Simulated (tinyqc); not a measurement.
Nanowire ballistic transistor, top-of-the-barrier model: effect of the temperature.

At the top of the source barrier, states moving towards the drain are filled by the source (Fermi level 0) and states moving back by the drain (Fermi level -q Vd); nothing scatters. U is the shift of the band edge there, set by the capacitances CG, CD and CS (the total) and by the charge. Parabolic one-dimensional subband; the source is grounded.

N0 = gv sqrt(2 m kB T/pi)/hbar, CG = 2 pi eps0 eox/ln(1 + 2 tox/d), CS = CG/aG, n0 = n at U = 0 and Vd = 0. eta1 = -(E0 + U)/Vt, eta2 = eta1 - Vd/Vt, n = (N0/2)[F_(-1/2)(eta1) + F_(-1/2)(eta2)], F_(-1/2)(x) = (1/sqrt(pi)) int_0^infinity u^(-1/2)/(1 + exp(u - x)) du. U = UL + q (n - n0)/CS with UL = -(aG Vg + aD Vd), energies in eV. I = gv (2 q^2/h) Vt [ln(1 + exp eta1) - ln(1 + exp eta2)]. CQ = (q/Vt) dn/d(eta1). E0 is held fixed.

Values chosen for this exercise; mass and valleys close to those of germanium: effective mass m = 0.125 m0; valley degeneracy gv = 4; relative permittivity of the gate insulator eox = 3.9; insulator thickness tox = 3.9 nm; wire diameter d = 2 nm; gate control CG/CS aG = 0.86; drain control CD/CS aD = 0.09; band edge at the barrier top above the source Fermi level at zero bias E0 = 0.18 eV; gate voltage Vg = 0.5 V; drain voltage Vd = 0.5 V.

Constants: q = 1.602176634e-19 C, kB = 1.380649e-23 J/K, hbar = 1.054571817e-34 J s, h = 6.62607015e-34 J s, m0 = 9.1093837015e-31 kg, Vt = kB T/q, eps0 = 8.8541878128e-14 F/cm where lengths are in cm. Results are converted to the units shown.

Effect of the temperature:
```
T (K)     eta1  n (cm^-1)  I (uA)  mean velocity I/(q n) (cm/s)   CQ/CS
50      3.6140   2.7686e6  4.8615                      1.0960e7  10.243
77      2.4781   2.7600e6  5.2619                      1.1899e7  9.8928
120     1.6709   2.7517e6  5.9072                      1.3399e7  8.7988
180     1.1202   2.7508e6  6.7422                      1.5298e7  7.3917
240    0.80144   2.7597e6  7.5128                      1.6992e7  6.3337
300    0.58792   2.7786e6  8.2501                      1.8532e7  5.5453
360    0.43637   2.8105e6  8.9891                      1.9963e7  4.9474
420    0.32770   2.8590e6  9.7628                      2.1314e7  4.4866
```

What does the comparison show?

As T goes from 50 to 420 K, n goes from 2.77e6 through a minimum of 2.75e6 (at T = 180 K among the rows listed) to 2.86e6 cm^-1, the mean velocity rises from 1.10e7 to 2.13e7 cm/s and the current rises from 4.86 to 9.76 uA. CQ/CS goes from 10 to 4.5.

tinyqc, about 0.05 s, one thread, Intel Xeon 2.30GHz (shared host): `OMP_NUM_THREADS=1 python tinyqc.py 2400129 2400130 out.jsonl`
